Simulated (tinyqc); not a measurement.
Level and coupling from the resonance.

Problem. One site of energy u is joined by hoppings -tc to two semi-infinite chains with hopping -t, t = 1 eV, and site energy 0. Each gives Sigma = tc^2 (E - i sqrt(4 t^2 - E^2))/(2 t^2) and Gamma = -2 Im Sigma; T(E) = 1 where E - u - 2 Re Sigma = 0. Find tc and u.

energy of full transmission = -0.45054945 eV
Gamma of one lead at that energy = 0.17537315 eV

Answer. Gamma = tc^2 sqrt(4 t^2 - E^2)/t^2 gives tc, and u = E (1 - tc^2/t^2).

tc = 0.300 eV
u = -0.410 eV

tinyqc, about 0.01 s, one thread, Intel Xeon 2.30GHz (shared host): `OMP_NUM_THREADS=1 python tinyqc.py 2660038 2660039 out.jsonl`
